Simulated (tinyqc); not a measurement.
# Front-illuminated p-i-n photodiode, quantum efficiency and bandwidth: effects of single changes

Light enters through a p layer (0 to xp), a depleted layer (xp to xp + wi) and a thick n substrate, decaying as exp(-al x); one pass, no back reflection. Carriers made in the depleted layer are all collected; those in the neutral layers diffuse.

Parameters, values chosen for the exercise; values close to those of In0.53Ga0.47As at this wavelength:

| symbol | value | unit | meaning |
|---|---|---|---|
| lam | 1310 | nm | wavelength |
| al | 12000 | 1/cm | absorption coefficient |
| Rf | 0.1 |  | reflectance of the front face |
| eps_r | 14.2 |  | relative permittivity |
| xp | 0.16 | um | thickness of the front p layer |
| wi | 0.43 | um | thickness of the depleted layer |
| Dn | 86 | cm^2/s | electron diffusion coefficient in the p layer |
| Ln | 1.7 | um | electron diffusion length in the p layer |
| S | 10000 | cm/s | recombination velocity of the front surface |
| Lp | 70 | um | hole diffusion length in the thick n substrate |
| ve | 6.82e6 | cm/s | electron drift velocity |
| vh | 4.89e6 | cm/s | hole drift velocity |
| dia | 51 | um | diameter |
| RL | 50 | ohm | load resistance |
| Cp | 80 | fF | parasitic capacitance |

Constants: q = 1.602176634e-19 C, h = 6.62607015e-34 J s, c = 299792458 m/s, eps0 = 8.8541878128e-14 F/cm where lengths are in cm. Results are converted to the units shown.

Each table varies one quantity; the others keep the values above.

## Efficiency and bandwidth against the thickness of the depleted layer

k = al Ln, s = S Ln/Dn, e = exp(-al xp); front layer f1 = (k/(k^2 - 1)) {[s + k - e (s cosh(xp/Ln) + sinh(xp/Ln))]/[s sinh(xp/Ln) + cosh(xp/Ln)] - k e}; depleted layer f2 = e (1 - exp(-al wi)); substrate f3 = e exp(-al wi) al Lp/(1 + al Lp); external efficiency (1 - Rf)(f1 + f2 + f3); responsivity = efficiency q lam/(h c). Drift response for pairs made in the depleted layer, a = al wi, g = 1 - exp(-a), u = 2 pi i f, te = wi/ve, th = wi/vh: electrons He = [g - a (exp(-a) - exp(-u te))/(u te - a)]/(u te g), holes Hh = [g - a (1 - exp(-a - u th))/(a + u th)]/(u th g); C = eps0 eps_r pi (dia/2)^2/wi + Cp; total |He + Hh|/sqrt(1 + (2 pi f RL C)^2), for the current of the depleted layer alone. Limits are the frequencies at which each factor falls to 1/sqrt(2); inverse-square sum (f_transit^-2 + f_RC^-2)^(-1/2); the diffusion currents f1 and f3 are left out of the bandwidth.

Results:

| wi (um) | f2 | f1 + f3 | responsivity (A/W) | transit limit (GHz) | RC limit (GHz) | 3 dB bandwidth (GHz) | inverse-square sum (GHz) | bandwidth x (1 - Rf) f2 (GHz) |
|---|---|---|---|---|---|---|---|---|
| 0.054 | 0.05178 | 0.9384 | 0.9416 | 572.8 | 0.6582 | 0.6582 | 0.6582 | 0.03067 |
| 0.09 | 0.08449 | 0.9061 | 0.9420 | 344.6 | 1.085 | 1.085 | 1.085 | 0.08250 |
| 0.26 | 0.2212 | 0.7710 | 0.9435 | 120.7 | 2.981 | 2.980 | 2.980 | 0.5932 |
| 0.43 | 0.3327 | 0.6608 | 0.9448 | 73.84 | 4.700 | 4.686 | 4.690 | 1.403 |
| 0.72 | 0.4775 | 0.5178 | 0.9464 | 44.88 | 7.289 | 7.160 | 7.194 | 3.077 |
| 1.2 | 0.6298 | 0.3672 | 0.9481 | 27.57 | 10.83 | 9.869 | 10.08 | 5.594 |
| 2 | 0.7504 | 0.2480 | 0.9494 | 16.91 | 15.27 | 10.88 | 11.33 | 7.346 |
| 3.4 | 0.8114 | 0.1878 | 0.9501 | 9.962 | 20.46 | 8.727 | 8.957 | 6.373 |

Estimate the missing row, wi = 0.15 um.

Computed row:

| wi (um) | f2 | f1 + f3 | responsivity (A/W) | transit limit (GHz) | RC limit (GHz) | 3 dB bandwidth (GHz) | inverse-square sum (GHz) | bandwidth x (1 - Rf) f2 (GHz) |
|---|---|---|---|---|---|---|---|---|
| 0.15 | 0.1360 | 0.8552 | 0.9426 | 207.7 | 1.776 | 1.776 | 1.776 | 0.2173 |

With this row back in the table: As wi goes from 0.054 to 3.4, the responsivity rises from 0.942 to 0.950 A/W and the bandwidth goes from 0.658 through a maximum of 10.9 (at wi = 2 among the rows listed) to 8.73 GHz. The RC limit is the lower one for wi = 0.054, 0.09, 0.15, 0.26, 0.43, 0.72, 1.2, 2, the transit limit elsewhere. Adding inverse squares of the two limits is within 4.2 % of the full result. The product of bandwidth and fast efficiency goes from 0.0307 through a maximum of 7.35 (at wi = 2 among the rows listed) to 6.37 GHz. For wi = 0.054, 0.09, 0.15, 0.26, 0.43, 0.72, 1.2, 2 the diffusion currents exceed 0.3 of the drift current; their own response times, left out, may then shape the whole response.

## Efficiency and bandwidth against the absorption coefficient

Same model as above.

lam is held fixed while al varies.

The same in every row: RC limit (GHz) = 4.700.

Efficiency and bandwidth against the absorption coefficient:

| al (1/cm) | f2 | f1 + f3 | responsivity (A/W) | transit limit (GHz) | 3 dB bandwidth (GHz) | inverse-square sum (GHz) | bandwidth x (1 - Rf) f2 (GHz) |
|---|---|---|---|---|---|---|---|
| 30 | 0.001289 | 0.1737 | 0.1664 | 71.66 | 4.686 | 4.690 | 0.005434 |
| 90 | 0.003857 | 0.3859 | 0.3706 | 71.67 | 4.686 | 4.690 | 0.01627 |
| 300 | 0.01276 | 0.6703 | 0.6495 | 71.71 | 4.686 | 4.690 | 0.05379 |
| 900 | 0.03742 | 0.8326 | 0.8273 | 71.82 | 4.686 | 4.690 | 0.1578 |
| 3000 | 0.1154 | 0.8464 | 0.9145 | 72.22 | 4.686 | 4.690 | 0.4865 |
| 9000 | 0.2779 | 0.7124 | 0.9417 | 73.32 | 4.686 | 4.690 | 1.172 |
| 30000 | 0.4485 | 0.5492 | 0.9487 | 76.52 | 4.687 | 4.691 | 1.892 |
| 90000 | 0.2320 | 0.7645 | 0.9476 | 78.89 | 4.689 | 4.691 | 0.9789 |
| 3e5 | 0.008230 | 0.9863 | 0.9457 | 72.71 | 4.687 | 4.690 | 0.03472 |

What does the table show?

As al goes from 30 to 3e5, the responsivity goes from 0.166 through a maximum of 0.949 (at al = 30000 among the rows listed) to 0.946 A/W and the bandwidth stays near 4.69 GHz. The RC limit is the lower one in every row. Adding inverse squares of the two limits is within 0.083 % of the full result. Strong absorption puts the pairs into the front layer, where they must diffuse against surface loss; weak absorption lets light pass beyond a diffusion length of the junction. In every row the diffusion currents exceed 0.3 of the drift current; their own response times, left out, may then shape the whole response.

Program tinyqc, `OMP_NUM_THREADS=1 python tinyqc.py 2250014 2250015 out.jsonl`; Intel Xeon 2.30GHz, shared host, one thread, about 0.01 s.
